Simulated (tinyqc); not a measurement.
Worked calculation: Hueckel theory of the pi electrons with the omega technique, for the molecule c1ccc2ccccc2c1 (SMILES; centres numbered as the heavy atoms are written). One step of it, computed by the program tinyqc.

Problem. Orbitals, round 1. Diagonalise; E = alpha + x beta with beta < 0, so the largest x are filled first; degenerate levels share their electrons. P = sum n_i c_ri c_si; each orbital has its largest coefficient positive (the first on a tie).

Hueckel matrix in units of beta (H = alpha + beta A), lower triangle:
```
           1C        2C        3C        4C        5C        6C        7C        8C
1C   0.000000
2C   1.000000  0.000000
3C   0.000000  1.000000  0.000000
4C   0.000000  0.000000  1.000000  0.000000
5C   0.000000  0.000000  0.000000  1.000000  0.000000
6C   0.000000  0.000000  0.000000  0.000000  1.000000  0.000000
7C   0.000000  0.000000  0.000000  0.000000  0.000000  1.000000  0.000000
8C   0.000000  0.000000  0.000000  0.000000  0.000000  0.000000  1.000000  0.000000
9C   0.000000  0.000000  0.000000  1.000000  0.000000  0.000000  0.000000  1.000000
10C  1.000000  0.000000  0.000000  0.000000  0.000000  0.000000  0.000000  0.000000

           9C       10C
9C   0.000000
10C  1.000000  0.000000
```

pi electrons, sum of z_r less the charge = 10

Give: x values; occupations; coefficients; charge and bond-order matrix P.

Solution.

x values: 2.303  1.618  1.303  1.000  0.618  -0.618  -1.000  -1.303  -1.618  -2.303

occupations: 2.000  2.000  2.000  2.000  2.000  0.000  0.000  0.000  0.000  0.000

coefficients:
```
       MO1     MO2     MO3     MO4     MO5     MO6     MO7     MO8
1C   0.231   0.425  -0.174   0.408  -0.263  -0.263   0.408  -0.174
2C   0.231   0.425   0.174   0.408   0.263  -0.263  -0.408  -0.174
3C   0.301   0.263   0.400   0.000   0.425   0.425   0.000   0.400
4C   0.461   0.000   0.347  -0.408   0.000   0.000   0.408  -0.347
5C   0.301  -0.263   0.400   0.000  -0.425  -0.425   0.000   0.400
6C   0.231  -0.425   0.174   0.408  -0.263   0.263  -0.408  -0.174
7C   0.231  -0.425  -0.174   0.408   0.263   0.263   0.408  -0.174
8C   0.301  -0.263  -0.400   0.000   0.425  -0.425   0.000   0.400
9C   0.461   0.000  -0.347  -0.408   0.000   0.000  -0.408  -0.347
10C  0.301   0.263  -0.400   0.000  -0.425   0.425   0.000   0.400

        MO9    MO10
1C    0.425  -0.231
2C   -0.425   0.231
3C    0.263  -0.301
4C    0.000   0.461
5C   -0.263  -0.301
6C    0.425   0.231
7C   -0.425  -0.231
8C    0.263   0.301
9C    0.000  -0.461
10C  -0.263   0.301
```

charge and bond-order matrix P, lower triangle:
```
         1C      2C      3C      4C      5C      6C      7C     8C
1C    1.000
2C    0.603   1.000
3C    0.000   0.725   1.000
4C   -0.241   0.000   0.555   1.000
5C    0.000  -0.170   0.000   0.555   1.000
6C    0.156   0.000  -0.170   0.000   0.725   1.000
7C    0.000   0.156   0.000  -0.241   0.000   0.603   1.000
8C   -0.170   0.000   0.085   0.000  -0.362   0.000   0.725  1.000
9C    0.000  -0.241   0.000   0.518   0.000  -0.241   0.000  0.555
10C   0.725   0.000  -0.362   0.000   0.085   0.000  -0.170  0.000

        9C    10C
9C   1.000
10C  0.555  1.000
```
